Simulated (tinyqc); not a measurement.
Nanowire ballistic transistor, top-of-the-barrier model: two steps of the calculation.

At the top of the source barrier, states moving towards the drain are filled by the source (Fermi level 0) and states moving back by the drain (Fermi level -q Vd); nothing scatters. U is the shift of the band edge there, set by the capacitances CG, CD and CS (the total) and by the charge. Parabolic one-dimensional subband; the source is grounded.

Values chosen for this exercise; mass and valleys close to those of silicon (two valleys): temperature T = 350 K; effective mass m = 0.197 m0; valley degeneracy gv = 2; relative permittivity of the gate insulator eox = 9; insulator thickness tox = 1.5 nm; wire diameter d = 3 nm; gate control CG/CS aG = 0.9; drain control CD/CS aD = 0.056; band edge at the barrier top above the source Fermi level at zero bias E0 = 0.33 eV; gate voltage Vg = 0.7 V; drain voltage Vd = 0.7 V.

Constants: q = 1.602176634e-19 C, kB = 1.380649e-23 J/K, hbar = 1.054571817e-34 J s, m0 = 9.1093837015e-31 kg, Vt = kB T/q, eps0 = 8.8541878128e-14 F/cm where lengths are in cm. Results are converted to the units shown.

Question 1. Density of states, capacitances and charge at zero bias. N0 = gv sqrt(2 m kB T/pi)/hbar, CG = 2 pi eps0 eox/ln(1 + 2 tox/d), CS = CG/aG, n0 = n at U = 0 and Vd = 0. eta1 = -(E0 + U)/Vt, eta2 = eta1 - Vd/Vt, n = (N0/2)[F_(-1/2)(eta1) + F_(-1/2)(eta2)], F_(-1/2)(x) = (1/sqrt(pi)) int_0^infinity u^(-1/2)/(1 + exp(u - x)) du. UL = -(aG Vg + aD Vd).

Find: N0; CG; CS; n0; UL.

Answer 1.

N0 = 4.4560e6 cm^-1
CG = 7.2235 pF/cm
CS = 8.0261 pF/cm
n0 = 78.913 cm^-1
UL = -0.66920 eV

Question 2. Self-consistent potential at the barrier top. U(out) = UL + q (n - n0)/CS. U(new) = U + 0.2 (U(out) - U).

U at the start (U = UL) = -0.6692 eV
N0 = 4.4560204e6 cm^-1
CS = 8.0260736 pF/cm
n0 = 78.913421 cm^-1
UL = -0.6692 eV

Give: eta1; eta2; n; U(out); U after iteration 1.

Answer 2.

eta1 = 11.25
eta2 = -11.96
n = 8.402e6 cm^-1
U(out) = -0.5015 eV
U after iteration 1 = -0.6357 eV

Program tinyqc, `OMP_NUM_THREADS=1 python tinyqc.py 2400089 2400090 out.jsonl`; Intel Xeon 2.30GHz, shared host, one thread, about 0.04 s.
